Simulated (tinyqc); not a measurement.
Coupled-perturbed Hartree-Fock on RHF in the 6-31g basis, for H2, spin multiplicity 1, step by step. One step of it, computed by the program tinyqc.

Task: Iteration 1: building the Fock matrix. J_ij = sum D_kl (ij|kl), K_ij = sum D_kl (ik|jl); F = H + J - 0.5 K; E = tr D H + tr D J / 2 - 0.25 tr D K + E_nn.

D at the start, lower triangle:
```
          1H 1s     1H 2s     2H 1s     2H 2s
1H 1s  0.097793
1H 2s  0.171820  0.301884
2H 1s  0.097793  0.171820  0.097793
2H 2s  0.171820  0.301884  0.171820  0.301884
```

core Hamiltonian H = T + V (hartree), lower triangle:
```
           1H 1s      1H 2s      2H 1s      2H 2s
1H 1s  -0.757732
1H 2s  -0.808796  -0.845184
2H 1s  -0.410728  -0.551083  -0.757732
2H 2s  -0.551083  -0.700632  -0.808796  -0.845184
```

Two-electron integrals (ij|kl) in chemists' order, unique and non-zero (hartree):
```
(11|11) 1.076566   (21|11) 0.578470   (21|21) 0.329423   (22|11) 0.587396
(22|21) 0.361304   (22|22) 0.453150   (31|11) 0.173041   (31|21) 0.101411
(31|22) 0.115754   (31|31) 0.044168   (32|11) 0.218854   (32|21) 0.136996
(32|22) 0.175983   (32|31) 0.065481   (32|32) 0.114348   (33|11) 0.494142
(33|21) 0.318109   (33|22) 0.429569   (33|31) 0.173041   (33|32) 0.332291
(33|33) 1.076566   (41|11) 0.332291   (41|21) 0.190546   (41|22) 0.211293
(41|31) 0.065481   (41|32) 0.091142   (41|33) 0.218854   (41|41) 0.114348
(42|11) 0.390245   (42|21) 0.242607   (42|22) 0.311690   (42|31) 0.091101
(42|32) 0.149919   (42|33) 0.390245   (42|41) 0.149919   (42|42) 0.238117
(43|11) 0.318109   (43|21) 0.203290   (43|22) 0.273524   (43|31) 0.101411
(43|32) 0.190546   (43|33) 0.578470   (43|41) 0.136996   (43|42) 0.242607
(43|43) 0.329423   (44|11) 0.429569   (44|21) 0.273524   (44|22) 0.372168
(44|31) 0.115754   (44|32) 0.211293   (44|33) 0.587396   (44|41) 0.175983
(44|42) 0.311690   (44|43) 0.361304   (44|44) 0.453150
```

nuclear repulsion = 0.50064069 hartree

Give: Coulomb J; exchange K; Fock matrix F; total energy of this density.

Result:

Coulomb J (hartree), lower triangle:
```
       1H 1s  1H 2s  2H 1s  2H 2s
1H 1s  1.228
1H 2s  0.741  0.911
2H 1s  0.282  0.457  1.228
2H 2s  0.457  0.696  0.741  0.911
```

exchange K (hartree), lower triangle:
```
       1H 1s  1H 2s  2H 1s  2H 2s
1H 1s  0.763
1H 2s  0.718  0.787
2H 1s  0.500  0.621  0.763
2H 2s  0.621  0.740  0.718  0.787
```

Fock matrix F (hartree), lower triangle:
```
        1H 1s   1H 2s   2H 1s   2H 2s
1H 1s   0.088
1H 2s  -0.426  -0.328
2H 1s  -0.379  -0.404   0.088
2H 2s  -0.404  -0.375  -0.426  -0.328
```

total energy of this density = -1.07358 hartree
